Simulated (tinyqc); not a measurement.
Implant damage, amorphisation by cascade overlap, and solid-phase epitaxial regrowth: one step, computed by the program tinyqc. Command: `OMP_NUM_THREADS=1 python tinyqc.py 3112933 3112934 out.jsonl sper walk`. One thread of a shared host (Intel(R) Xeon(R) Processor @ 2.30GHz), about 0.01 s of CPU time with the checks.

Range and width of the damage are inputs. Dynamic annealing enters only through the surviving share f.

Task: Damage energy and displacements per ion. Robinson partition: eps = E a M2/(Z1 Z2 (e^2/(4 pi eps_0)) (M1 + M2)), a = 0.8853 a_0/sqrt(Z1^(2/3) + Z2^(2/3)); k = 0.0793 Z1^(2/3) Z2^(1/2) (M1 + M2)^(3/2)/((Z1^(2/3) + Z2^(2/3))^(3/4) M1^(3/2) M2^(1/2)); damage energy T_d = E/(1 + k (eps + 0.40244 eps^(3/4) + 3.4008 eps^(1/6))); displacements nu = 0.8 T_d/(2 E_d).

Inputs (values chosen for the exercise, modelled on germanium ions in germanium): ion Z1 = 32; ion mass M1 = 72.6 u; target Z2 = 32; target mass M2 = 72.63 u; ion energy E = 23 keV; displacement energy E_d = 13 eV.

Constants: a_0 = 0.529177210903 angstrom; e^2/(4 pi eps_0) = 14.39964548 eV angstrom.

Give: reduced energy eps; k; damage energy T_d; T_d/E; displacements per ion nu.

Result:

reduced energy eps = 0.08139

k = 0.1578

damage energy T_d = 16.72 keV

T_d/E = 0.7269

displacements per ion nu = 514.4

27 % of the energy goes to electrons.
